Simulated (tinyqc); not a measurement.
WKB tunnelling through a gate dielectric with a two-band (Franz) dispersion: one step. Decay constant through the layer. Two cases, with inputs chosen for the exercise.

Task: Nine points x = j x_e/8.

At depth x the conduction edge lies u(x) = phi - V x/t above the electron. Parabolic: kappa = sqrt(m u/c). Franz: kappa = sqrt(m u (1 - u/Eg)/c), which vanishes at both band edges. c = hbar^2/2m0. T = exp(-2 integral of kappa dx) over the region u > 0; no image force, no prefactor, zero transverse momentum. The region ends at x_e = min(t, phi t/V); x_e < t is the Fowler-Nordheim regime.

Constants: hbar^2/2m0 = 3.80998211 eV angstrom^2.

Give: kappa (1/angstrom).

Case 1.

Values chosen (of the size used for SiO2 on silicon; the results hold for these values, not for the real material): Eg = 9.33 eV (gap of the dielectric); phi = 3.09 eV (barrier above the electron energy at the emitter); m = 0.48 m0 (mass at the conduction edge); t = 11 angstrom (thickness); V = 0.4 V (voltage across the layer).

x_e = 11.0000 angstrom

Result:

kappa (1/angstrom):

| x (angstrom) | u (eV) | parabolic | Franz |
|---|---|---|---|
| 0.000 | 3.0900 | 0.6239 | 0.5103 |
| 1.375 | 3.0400 | 0.6189 | 0.5081 |
| 2.750 | 2.9900 | 0.6138 | 0.5059 |
| 4.125 | 2.9400 | 0.6086 | 0.5037 |
| 5.500 | 2.8900 | 0.6034 | 0.5013 |
| 6.875 | 2.8400 | 0.5982 | 0.4989 |
| 8.250 | 2.7900 | 0.5929 | 0.4964 |
| 9.625 | 2.7400 | 0.5875 | 0.4938 |
| 11.000 | 2.6900 | 0.5822 | 0.4911 |

At the emitter the Franz value is 18.2 % below the parabolic one, the factor sqrt(1 - phi/Eg).

Case 2.

Values chosen (of the size used for hBN on silicon; the results hold for these values, not for the real material): Eg = 6.03 eV (gap of the dielectric); phi = 1.91 eV (barrier above the electron energy at the emitter); m = 0.48 m0 (mass at the conduction edge); t = 19 angstrom (thickness); V = 1.3 V (voltage across the layer).

x_e = 19.0000 angstrom

Result:

kappa (1/angstrom):

| x (angstrom) | u (eV) | parabolic | Franz |
|---|---|---|---|
| 0.000 | 1.9100 | 0.4905 | 0.4055 |
| 2.375 | 1.7475 | 0.4692 | 0.3954 |
| 4.750 | 1.5850 | 0.4469 | 0.3837 |
| 7.125 | 1.4225 | 0.4233 | 0.3700 |
| 9.500 | 1.2600 | 0.3984 | 0.3544 |
| 11.875 | 1.0975 | 0.3718 | 0.3363 |
| 14.250 | 0.9350 | 0.3432 | 0.3155 |
| 16.625 | 0.7725 | 0.3120 | 0.2913 |
| 19.000 | 0.6100 | 0.2772 | 0.2628 |

At the emitter the Franz value is 17.3 % below the parabolic one, the factor sqrt(1 - phi/Eg).

Computed by tinyqc, one run a case: `OMP_NUM_THREADS=1 python tinyqc.py N N+1 out.jsonl` with N = 1452720, 1452781; one thread of a shared Intel(R) Xeon(R) Processor @ 2.30GHz, about 0.01 s a run at most.
